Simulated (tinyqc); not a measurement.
# Energy and delay of logic against supply voltage: optimum supplies against the temperature

One expression serves below and above threshold: I(Vg) = Ik [ln(1 + exp((Vg - VT + dd V)/(al nf Vt)))]^al, with I_on = I(V) and I_off = I(0). Gate delay td = kd C V/I_on, clock period LD td. Per gate and cycle the switching energy is act C V^2 and the leakage energy I_off V LD td. No short-circuit current, no variation. Minima are sought above 0.09 V; below a few Vt gates no longer switch and the model has no meaning.

V_min minimises the energy and V_EDP the product of energy and td. VT, Ik and nf are held fixed.

Inputs (values chosen for the exercise); values of the order met in logic technologies: threshold voltage at zero drain bias VT = 0.31 V; slope factor nf = 1.26; barrier lowering per volt of supply dd = 0.05; specific current of a gate Ik = 0.9 uA; exponent of the current law al = 1.64; load capacitance of a gate C = 0.54 fF; delay factor kd = 1.2; logic depth LD = 40; activity factor act = 0.05.

Constants: q = 1.602176634e-19 C, kB = 1.380649e-23 J/K, Vt = kB T/q. Results are converted to the units shown.

Result of one run:

| T (K) | V_min (V) | energy at V_min (aJ) | leakage share (%) | clock at V_min (MHz) | V_EDP (V) | clock at V_EDP (GHz) |
|---|---|---|---|---|---|---|
| 370 | 0.3273 | 4.793 | 39.64 | 102.8 | 0.6771 | 0.9919 |

What becomes of these results when the temperature T is changed from 370 to 250 K, all else the same?

Result of the changed run:

| T (K) | V_min (V) | energy at V_min (aJ) | leakage share (%) | clock at V_min (MHz) | V_EDP (V) | clock at V_EDP (GHz) |
|---|---|---|---|---|---|---|
| 250 | 0.2166 | 1.736 | 27.03 | 6.785 | 0.6516 | 1.749 |

The whole series:

| T (K) | V_min (V) | energy at V_min (aJ) | leakage share (%) | clock at V_min (MHz) | V_EDP (V) | clock at V_EDP (GHz) |
|---|---|---|---|---|---|---|
| 220 | 0.1903 | 1.319 | 25.88 | 1.726 | 0.6513 | 2.155 |
| 250 | 0.2166 | 1.736 | 27.03 | 6.785 | 0.6516 | 1.749 |
| 280 | 0.2433 | 2.251 | 28.99 | 18.63 | 0.6527 | 1.458 |
| 310 | 0.2706 | 2.900 | 31.82 | 39.31 | 0.6560 | 1.246 |
| 340 | 0.2986 | 3.729 | 35.44 | 68.29 | 0.6634 | 1.095 |
| 370 | 0.3273 | 4.793 | 39.64 | 102.8 | 0.6771 | 0.9919 |
| 400 | 0.3566 | 6.155 | 44.20 | 139.4 | 0.6985 | 0.9255 |

As T goes from 220 to 400, V_min rises from 0.190 to 0.357 V, the energy there rises from 1.32 to 6.16 aJ, the clock there rises from 1.73 to 139 MHz and V_EDP rises from 0.651 to 0.699 V.

tinyqc, about 0.01 s, one thread, Intel Xeon 2.30GHz (shared host): `OMP_NUM_THREADS=1 python tinyqc.py 2082034 2082035 out.jsonl`
